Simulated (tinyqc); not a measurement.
Strain and the order of the valence edges: six-band k.p model of the valence band of a wurtzite crystal.

At k = 0: E1 = D1c + D2c + Te + Le (pure HH); E2, E3 = Le + u +/- sqrt(u^2 + 2 D3c^2), u = (D1c - D2c + Te)/2, D1c = Dcr, D2c = D3c = Dso/3. The weight of LH in state 2 is fL = (E2 - Le)^2/((E2 - Le)^2 + 2 D3c^2). Relative strengths of transitions to the conduction band: for E perpendicular to c (TE) 1/2, fL/2, (1 - fL)/2; for E along c (TM) 0, 1 - fL, fL, with one momentum element for both directions.

Strain of a c-plane layer: exx = eyy = e_par, ezz = -2 (C13/C33) e_par; Le = D1 ezz + D2 (exx + eyy), Te = D3 ezz + D4 (exx + eyy).

Conduction edge: Ec = (top of the unstrained valence band) + Eg + (a1 + D1) ezz + (a2 + D2)(exx + eyy).
Constants: kB = 8.617333262e-05 eV/K.

Values chosen for the exercise (near those of AlGaN; not measured data):
- Dcr = -0.0693 eV (crystal-field splitting)
- Dso = 0.0185 eV (spin-orbit splitting)
- Eg = 4.558 eV (direct gap at Gamma from the top of the unstrained valence band)
- a1 = -4.49 eV (gap potential along c)
- a2 = -11.07 eV (gap potential in the plane)
- D1 = -8.73 eV
- D2 = 5.91 eV
- D3 = 8.78 eV
- D4 = -4.07 eV
- C13 = 109 GPa
- C33 = 387 GPa
- T = 300 K (temperature)

Edges from the unstrained top. Degree of polarisation (TE - TM)/(TE + TM), each state weighted by exp(E/kT) alone (equal densities of states).

Results:

| e_par (%) | E1 (meV) | E2 (meV) | E3 (meV) | fL | lowest transition (eV) | polarisation |
|---|---|---|---|---|---|---|
| -2.00 | -137.2 | -149.1 | -336.2 | 0.998 | 4.7526 | 0.996 |
| -1.50 | -118.9 | -130.6 | -252.7 | 0.995 | 4.7200 | 0.978 |
| -1.00 | -100.6 | -111.6 | -169.7 | 0.977 | 4.6874 | 0.817 |
| -0.50 | -82.4 | -79.6 | -99.8 | 0.251 | 4.6520 | -0.073 |
| 0.00 | -64.1 | 0.0 | -77.5 | 0.013 | 4.5580 | -0.862 |
| 0.50 | -45.9 | 83.2 | -58.7 | 0.004 | 4.4604 | -0.985 |
| 1.00 | -27.6 | 166.8 | -40.3 | 0.002 | 4.3625 | -0.997 |
| 1.50 | -9.4 | 250.4 | -22.0 | 0.001 | 4.2646 | -0.999 |
| 2.00 | 8.9 | 334.0 | -3.7 | 0.001 | 4.1666 | -0.999 |

What can be read from this table?

E1 = E2 requires Dcr + Te = 0, which here falls at e_par = -0.53 %, inside the sweep: state 1 is on top for smaller e_par and state 2 beyond. The polarisation goes from +1.00 to -1.00 and changes sign between -1.00 and -0.50 %; the lowest transition moves by -147 meV per 1 % on average.

Run: tinyqc, `OMP_NUM_THREADS=1 python tinyqc.py 1050283 1050284 out.jsonl`; Intel(R) Xeon(R) Processor @ 2.30GHz, one thread, shared host; about 0.01 s of CPU time with all checks.
